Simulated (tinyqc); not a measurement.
Schottky diode by thermionic emission with image-force lowering and series resistance: one step of the calculation.

Metal on an n-type semiconductor with one parabolic valley; V > 0 is forward bias (metal positive). I = I0 [exp(Vj/(n Vt)) - 1] with Vj = V - I Rs; I0 = S A* T^2 exp(-(phi - dphi)/Vt), the lowering dphi taken at zero bias.

Problem. Saturation current. A* = 4 pi q me m0 kB^2/h^3 (times 1e-4 for A/(cm^2 K^2)); Nc = 2 (2 pi me m0 kB T/h^2)^1.5 (times 1e-6 for cm^-3); xi = Vt ln(Nc/Nd), Vbi = phi - xi; surface field Em = sqrt(2 q Nd (Vbi - V - Vt)/(eps0 eps_r)); dphi = sqrt(q Em/(4 pi eps0 eps_r)). Here V = 0 in Em.

Values chosen for this exercise; band and dielectric values close to those of cadmium telluride:

| symbol | value | unit | meaning |
|---|---|---|---|
| T | 350 | K | temperature |
| me | 0.0999 | m0 | electron mass |
| eps_r | 10 |  | relative permittivity |
| phi | 0.75 | eV | barrier height seen from the metal |
| Nd | 5e15 | cm^-3 | donor density |
| S | 0.005 | cm^2 | area |

Constants: q = 1.602176634e-19 C, kB = 1.380649e-23 J/K, h = 6.62607015e-34 J s, m0 = 9.1093837015e-31 kg, Vt = kB T/q, eps0 = 8.8541878128e-14 F/cm where lengths are in cm. Results are converted to the units shown.

Wanted: A*; Nc; Vbi; Em; dphi; I0.

Solution.

A* = 12.005 A/(cm^2 K^2)
Nc = 9.9848e17 cm^-3
Vbi = 0.59025 V
Em = 31.835 kV/cm
dphi = 21.411 meV
I0 = 2.3728e-7 A

The lowering raises I0 by a factor of 2.03.

Program tinyqc, `OMP_NUM_THREADS=1 python tinyqc.py 2640152 2640153 out.jsonl`; Intel Xeon 2.30GHz, shared host, one thread, about 0.01 s.
